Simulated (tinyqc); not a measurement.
From results back to parameters: five-level k.p model folded onto the conduction band. Two cases, with inputs chosen for the exercise.

Problem. The levels are known; the mass and the g factor at E = Eg are given. Find Ep and Ep2.

Second-order sums for the lowest conduction level at E: 1/m = 1 + Cm + (Ep/3)(2/E + 1/(E + Dso)) - (Ep2/3)(2/(E7 + D2 - E) + 1/(E7 - E)); g/2 = 1 + Cg - (Ep/3)(1/E - 1/(E + Dso)) - (Ep2/3)(1/(E7 - E) - 1/(E7 + D2 - E)). E is counted from the top of the valence band; E = Eg at the edge.

Case 1.

Values chosen (near those of CdTe; shifted at random, so the results belong to these values and not to a real crystal): Eg = 1.6 eV (gap at Gamma to the s-like level); Dso = 0.91 eV (spin-orbit splitting); E7 = 5.26 eV (upper Gamma7 conduction level, from the valence top); D2 = 0.29 eV (its spin-orbit splitting, Gamma8 above Gamma7); Cm = -0.5 (remote term in 1/m); Cg = 0 (remote term in g/2).

m = 0.09775764 m0
g = -0.852950

Case 2.

Values chosen (near those of InSb; shifted at random, so the results belong to these values and not to a real crystal): Eg = 0.234 eV (gap at Gamma to the s-like level); Dso = 0.838 eV (spin-orbit splitting); E7 = 3.21 eV (upper Gamma7 conduction level, from the valence top); D2 = 0.35 eV (its spin-orbit splitting, Gamma8 above Gamma7); Cm = -2 (remote term in 1/m); Cg = -0.02 (remote term in g/2).

m = 0.01396053 m0
g = -50.253436

Find: coefficients of (Ep, Ep2); right-hand sides 1/m - 1 - Cm and 1 + Cg - g/2; Ep, Ep2.

Solution. Both sums are linear in Ep and Ep2, so two equations fix them.

Case 1.

coefficients of (Ep, Ep2) (1/eV):
```
         1         2
1  0.54947  -0.25985
2  0.07553   0.00669
```

right-hand sides 1/m - 1 - Cm and 1 + Cg - g/2: 9.7294  1.4265

Ep, Ep2 (eV): 18.70  2.10

Case 2.

coefficients of (Ep, Ep2) (1/eV):
```
         1         2
1  3.15995  -0.31245
2  1.11356   0.01179
```

right-hand sides 1/m - 1 - Cm and 1 + Cg - g/2: 72.6305  26.1067

Ep, Ep2 (eV): 23.40  4.20

Computed by tinyqc, one run a case: `OMP_NUM_THREADS=1 python tinyqc.py N N+1 out.jsonl` with N = 1080943, 1080949; one thread of a shared Intel(R) Xeon(R) Processor @ 2.30GHz, about 0.01 s a run at most.
